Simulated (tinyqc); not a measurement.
Length of a polyene: Hueckel, PPP and singles CI along the polyenes. Computed by the program tinyqc. Hueckel uses the same beta without repulsion; CIS keeps all single excitations and so misses the low, doubly excited 2Ag state. W is the valence ionisation energy of a centre, MN the Mataga-Nishimoto formula, f the oscillator strength.

All-trans chains of carbon centres 1.40 angstrom apart:
```
parameter                               value
beta (eV), times 1 +/- alternation  -2.440000
alternation                          0.100000
W (eV)                              11.160000
gamma_rr (eV)                       10.500000
repulsion formula                          MN
```

Gaps and excitations (eV):
```
centres  Hueckel gap  PPP orbital gap  bright singlet (CIS)      f  lowest triplet (CIS)
2              5.368           10.564                 8.020  0.688                 2.716
4              3.604            8.289                 5.751  1.051                 1.875
6              2.797            7.164                 4.714  1.453                 1.497
8              2.342            6.502                 4.115  1.828                 1.295
12             1.853            5.776                 3.462  2.516                 1.094
14             1.708            5.562                 3.270  2.841                 1.041
```

Estimate the missing row, centres = 10.

Computed row:
```
centres  Hueckel gap  PPP orbital gap  bright singlet (CIS)      f  lowest triplet (CIS)
10             2.052            6.073                 3.728  2.180                 1.173
```

The Hueckel gap tends to 4 x alternation x |beta| = 0.98 eV for long chains. Exchange opens the PPP orbital gap, and the attraction of electron and hole brings the bright state 2.29 eV below it at 14 centres; the triplet lies 2.23 eV lower still.
